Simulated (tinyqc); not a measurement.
The methods across T_c: square-lattice Ising model by mean field, Bethe lattice, transfer matrix, exact enumeration and Monte Carlo steps. Computed by tinyqc, a small Python program. Command: `OMP_NUM_THREADS=1 python tinyqc.py 3008637 3008638 out.jsonl ising walk`. One thread of a shared host (Intel(R) Xeon(R) Processor @ 2.30GHz), about 0.01 s of CPU time with the checks.

H = -J sum over nearest pairs s_i s_j, s = +-1, no field, periodic boundaries; energies per site are in J. As a lattice gas or an alloy, s marks which species holds the site.

Inputs (values chosen for the exercise, for a model lattice): coupling J = 41.6 meV; factor on the grid 1.5, 1.85, 2.1, 2.45, 2.65, 3.1, 3.6, 4.4 of k_B T/J = 1.02.

Enumerated cell: 3 x 4.

Constants: k_B = 8.617333262e-05 eV/K.

Method:
- K = J/(k_B T). Mean field: m = tanh(4 K m), u = -2 m^2. Bethe: cavity field h = 3 artanh(tanh K tanh h), m = tanh(4h/3), u = -2 (tanh K + tanh^2 h)/(1 + tanh K tanh^2 h). Exact: m = [1 - sinh(2K)^(-4)]^(1/8) below T_c; u = -coth(2K) [1 + (2/pi)(2 tanh^2(2K) - 1) K1(k)], k = 2 sinh(2K)/cosh^2(2K), K1 the complete elliptic integral of the first kind. The largest root is taken.
- Weights count x exp(-K E); N = 12; u = <E>/N, c = K^2 (<E^2> - <E>^2)/N in k_B, Binder U = 1 - <M^4>/(3 <M^2>^2).
- The grid values of k_B T/J times the given factor are rounded to 3 figures before use.

States of the 3 x 4 cell:

| E (J) | \|M\| | count |
|---|---|---|
| -24 | 12 | 2 |
| -16 | 10 | 24 |
| -12 | 0 | 4 |
| -12 | 6 | 8 |
| -12 | 8 | 48 |
| -8 | 2 | 48 |
| -8 | 4 | 78 |
| -8 | 6 | 120 |
| -8 | 8 | 84 |
| -4 | 0 | 168 |
| -4 | 2 | 264 |
| -4 | 4 | 264 |
| -4 | 6 | 216 |
| 0 | 0 | 254 |
| 0 | 2 | 552 |
| 0 | 4 | 444 |
| 0 | 6 | 96 |
| 4 | 0 | 348 |
| 4 | 2 | 552 |
| 4 | 4 | 168 |
| 8 | 0 | 120 |
| 8 | 2 | 120 |
| 8 | 4 | 36 |
| 12 | 0 | 24 |
| 12 | 2 | 48 |
| 16 | 0 | 6 |

Order and energy:

| k_B T/J | T (K) | m mean field | m Bethe | m exact | <\|m\|> cell | u Bethe | u exact | u cell | U cell |
|---|---|---|---|---|---|---|---|---|---|
| 1.53 | 738.6 | 0.98869 | 0.98518 | 0.98467 | 0.98261 | -1.9458 | -1.9449 | -1.9420 | 0.66228 |
| 1.89 | 912.4 | 0.96720 | 0.94829 | 0.94047 | 0.93784 | -1.8261 | -1.8150 | -1.8128 | 0.64834 |
| 2.14 | 1033.1 | 0.94274 | 0.89496 | 0.84335 | 0.88301 | -1.6745 | -1.6210 | -1.6672 | 0.62836 |
| 2.50 | 1206.9 | 0.89064 | 0.73573 | 0.00000 | 0.78118 | -1.3147 | -1.1061 | -1.4122 | 0.58306 |
| 2.70 | 1303.4 | 0.85145 | 0.55249 | 0.00000 | 0.72262 | -1.0192 | -0.9635 | -1.2709 | 0.55142 |
| 3.16 | 1525.5 | 0.72454 | 0.00000 | 0.00000 | 0.60579 | -0.6126 | -0.7584 | -0.9956 | 0.47242 |
| 3.67 | 1771.7 | 0.48084 | 0.00000 | 0.00000 | 0.51414 | -0.5319 | -0.6208 | -0.7826 | 0.39150 |
| 4.49 | 2167.5 | 0.00000 | 0.00000 | 0.00000 | 0.42641 | -0.4382 | -0.4850 | -0.5766 | 0.29540 |

What follows from these numbers?

At k_B T/J = 1.53 all values of m agree within 0.007. At 2.5 the exact m is 0 while Bethe gives 0.74, mean field 0.89 and the cell 0.78: neglect of fluctuations raises T_c, and a finite cell rounds the transition. U falls from 0.662 (2/3 when ordered) to 0.295 (0 for a large disordered system).
